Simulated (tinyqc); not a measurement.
Modulation-doped quantum well, Poisson-Schroedinger loop: course of the self-consistent loop.

A well of width L centred at z = 0 between barriers Vb; effective-mass electrons, parabolic bands. The electrons come from donor sheets outside the mesh, a share fL of Ns on the left and the rest on the right, so the structure is neutral. Energies are counted from the band edge of the well, with U = 0 on the first node in the Hartree part.

V0 = 0 in the well and Vb outside, plus q Fz z (1 kV/cm = 1e-4 eV/nm).

Tridiagonal Hamiltonian with psi = 0 one step beyond both ends: H_ii = C (1/m_(i-1/2) + 1/m_(i+1/2))/hz^2 + V0_i + U_i, H_(i,i+1) = -C/(m_(i+1/2) hz^2), C = hbar^2/(2 m0). The lowest 3 level(s) are kept, normalised to hz sum |psi|^2 = 1.

Level k holds N_k = D_k Vt ln(1 + exp((EF - E_k)/Vt)) with D = md m0 q/(pi hbar^2) per eV (spin included); EF is fixed by sum N_k = Ns.

n_i = sum_k N_k |psi_k|^2 (converted to cm^-3). Hartree part by Gauss: on the interval after node i the enclosed sheet charge is S_i = fL Ns - hz sum_(j<=i) n_j, and U_(i+1) = U_i + q S_i hz/(eps0 eps_r) in eV, U_1 = 0. Mixing: U(new) = U + a (U(out) - U).

Start from U = 0. Stop when the largest |U(out) - U| is below 1e-7 eV, or after 40 rounds.

Inputs (values chosen for the exercise); material values those of a made-up well: temperature T = 4.2 K; in-plane mass md = 0.0676 m0; barrier height Vb = 0.136 eV; relative permittivity (all layers) eps_r = 13.6; well width L = 32.8 nm; mesh step hz = 4.1 nm; sheet density of electrons Ns = 4.2e12 cm^-2; share of the donors on the left side fL = 1; applied field along z Fz = 0 kV/cm; mixing factor a = 1.

Constants: q = 1.602176634e-19 C, kB = 1.380649e-23 J/K, hbar = 1.054571817e-34 J s, m0 = 9.1093837015e-31 kg, Vt = kB T/q, eps0 = 8.8541878128e-14 F/cm where lengths are in cm, hbar^2/(2 m0) = 0.0380998212 eV nm^2. Results are converted to the units shown.

z, node 1 to 18 (nm): -34.85  -30.75  -26.65  -22.55  -18.45  -14.35  -10.25  -6.15  -2.05  2.05  6.15  10.25  14.35  18.45  22.55  26.65  30.75  34.85
mass on the intervals 1/2, 3/2, ... (mean of both at an interface) (m0): 0.111  0.111  0.111  0.111  0.111  0.08755  0.0641  0.0641  0.0641  0.0641  0.0641  0.0641  0.0641  0.08755  0.111  0.111  0.111  0.111  0.111

Course of the iteration:
```
round  level E1 (eV)    EF (eV)  largest |U(out) - U| (eV)
1         0.00336881  0.0652406                       1.95
2           0.175025   0.323758                       1.95
3         0.00516720  0.0670390                       1.95
4           0.175025   0.323758                       1.95
5         0.00516720  0.0670390                       1.95
6           0.175025   0.323758                       1.95
7         0.00516720  0.0670390                       1.95
8           0.175025   0.323758                       1.95
9         0.00516720  0.0670390                       1.95
...              ...        ...                        ...
32          0.175025   0.323758                       1.95
33        0.00516720  0.0670390                       1.95
34          0.175025   0.323758                       1.95
35        0.00516720  0.0670390                       1.95
36          0.175025   0.323758                       1.95
37        0.00516720  0.0670390                       1.95
38          0.175025   0.323758                       1.95
39        0.00516720  0.0670390                       1.95
40          0.175025   0.323758                       1.95
```

Did this iteration meet its convergence test, and what does its course show?

No. Not converged within 40 rounds: the residual has levelled off at one value. The lowest level moves up and down in turn: each round overcorrects the one before. Reruns converge within the same cap with Anderson mixing of depth 4 with a = 0.5 (28 rounds).

Range of the model: The highest level kept or the Fermi level comes near the barrier edge at an end of the mesh, so the hard walls there affect the result. The highest level kept holds over 3 % of the electrons, so higher levels would take a share too.

tinyqc, about 1 s, one thread, Intel Xeon 2.30GHz (shared host): `OMP_NUM_THREADS=1 python tinyqc.py 2140031 2140032 out.jsonl`
